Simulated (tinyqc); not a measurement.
Self-heating of a transistor with one or more fingers, with temperature-dependent conductivity: one step, computed by the program tinyqc. Command: `OMP_NUM_THREADS=1 python tinyqc.py 3011013 3011014 out.jsonl selfheat walk`. One thread of a shared host (Intel(R) Xeon(R) Processor @ 2.30GHz), about 0.08 s of CPU time with the checks.

N long parallel fingers lie on the top face of a slab whose bottom is held at T_0; the top is otherwise insulated, and heat flows in two dimensions. P in W/mm is 1000 P in W/m.

Problem. Linear temperature rise of each finger. theta_i = (P/(pi kappa_0)) [g_0 + sum over j != i of g(|i - j| s)], with equal powers and constant conductivity; thermal resistance = largest theta/P.

Inputs (values chosen for the exercise, modelled on silicon): conductivity at the base temperature kappa_0 = 120 W/(m K); power per gate width P = 3.9 W/mm; fingers N = 8.

Power: fixed power.

own factor g_0 = 7.152986

g(j s), j = 1..7: 2.832987  2.143296  1.743554  1.463807  1.250737  1.080537  0.940448

Give: theta of each finger; largest theta; thermal resistance.

Solution.

theta of each finger (K): 192.5  212.1  223.1  228.2  228.2  223.1  212.1  192.5

largest theta = 228.2 K

thermal resistance = 58.51 K mm/W

The neighbours supply 68 % of the rise of the hottest finger, which runs 35.7 K above the outer ones.
